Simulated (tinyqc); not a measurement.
Input admittance of a MOSFET at zero drain bias: distributed channel and distributed gate: two steps of the calculation.

Source and drain grounded, strong inversion, w = 2 pi f, Cox = eps0 eox/tox. The channel is an RC line of resistance 1/(mu Cox Vo) per square fed from both ends, so one finger has the intrinsic admittance y = i w Cox L tanh(g)/g per width, g = (1/2) sqrt(i w tau), tau = L^2/(mu Vo). The vertical resistance rv/L is in series with y, the overlaps 2 i w Cov in parallel: y_t = 1/(1/y + rv/L) + 2 i w Cov. The gate strip is a line of Rsh/L per length loaded by y_t, so a finger has Y = y_t Wf tanh(k)/k, k = (Wf/sd) sqrt(y_t Rsh/L); the device has Nf Y.

Values chosen for this exercise; values of the order met in silicon radio-frequency transistors:
- eox = 3.9 (relative permittivity of the gate insulator (close to silicon dioxide))
- tox = 2.6 nm (insulator thickness)
- L = 1.3 um (channel length)
- Wf = 3.9 um (finger width)
- Nf = 16 (number of fingers)
- mu = 140 cm^2/(V s) (channel mobility)
- Vo = 0.51 V (gate overdrive)
- Rsh = 25 ohm/square (sheet resistance of the gate)
- rv = 2.2 ohm um^2 (vertical resistivity of the gate stack)
- sd = 1 (number of ends at which a finger is contacted)
- Cov = 0.27 fF/um (overlap and fringe capacitance on each side)
- f = 4.5 GHz (frequency)

Constants: eps0 = 8.8541878128e-14 F/cm where lengths are in cm. Results are converted to the units shown.

Problem 1. Low-frequency resistances and capacitance. Low-frequency limits, with c = Cox L and ct = c + 2 Cov: R_strip = Rsh Wf/(3 sd^2 L Nf), R_ch = (c/ct)^2 L/(12 mu Cox Vo Wf Nf), R_vert = (c/ct)^2 rv/(L Wf Nf), C = ct Wf Nf.

Give: parts; sum; C; 1/(2 pi R C).

Solution 1.

parts (ohm): strip 1.562, channel 17.21, vertical 0.02550
sum = 18.80 ohm
C = 1111 fF
1/(2 pi R C) = 7.618 GHz

The channel term is the largest, 91.6 % of the sum.

Problem 2. Input impedance of the device. k and Y as defined; Z = 1/(Nf Y) = R + 1/(i w C); Q = |Im Z|/R; signal at the point farthest from a contact |1/cosh k|.

y_t = 187.88720+378.31652i uS/um

Give: k; Nf Y; R; C; Q; signal at the far point.

Solution 2.

k = 0.29876+0.18520i
Nf Y = 12.328+22.735i mS
R = 18.432 ohm
C = 1040.5 fF
Q = 1.8441
signal at the far point = 0.97219

Computed by the program tinyqc: `OMP_NUM_THREADS=1 python tinyqc.py 2262186 2262187 out.jsonl`, one thread of a shared Intel Xeon 2.30GHz, about 0.01 s for the whole run.
